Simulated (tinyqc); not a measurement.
Phonon transmission through an interface between two chains by Green functions: one step, computed by the program tinyqc.

Two semi-infinite chains (masses m_1, m_2; springs k_1, k_2), motion along the chain. The central region holds the end atom of each chain, joined by springs k_b. lambda = omega^2 in eV/(angstrom^2 u); nu = 15.6333042 THz x sqrt(lambda).

Problem. Transmission at the probe frequency. A = lambda M - K - Sigma over the central atoms, with K_ii the sum of the springs at i, K_(i,i+1) = -k_b; G = inverse of A; transmission = Gamma_1 Gamma_2 |G_(first,last)|^2.

Atoms in the interlayer: none.

A (complex symmetric) (eV/angstrom^2):
```
                     end of 1             end of 2
end of 1  -0.620090+3.871650i             1.210000
end of 2             1.210000  -0.560388+2.748680i
```

Gamma_1 = 7.743300 eV/angstrom^2

Gamma_2 = 5.497359 eV/angstrom^2

Give: G_(first,last); transmission.

Solution.

G_(first,last) = 0.092828-0.030584i angstrom^2/eV

transmission = 0.40662
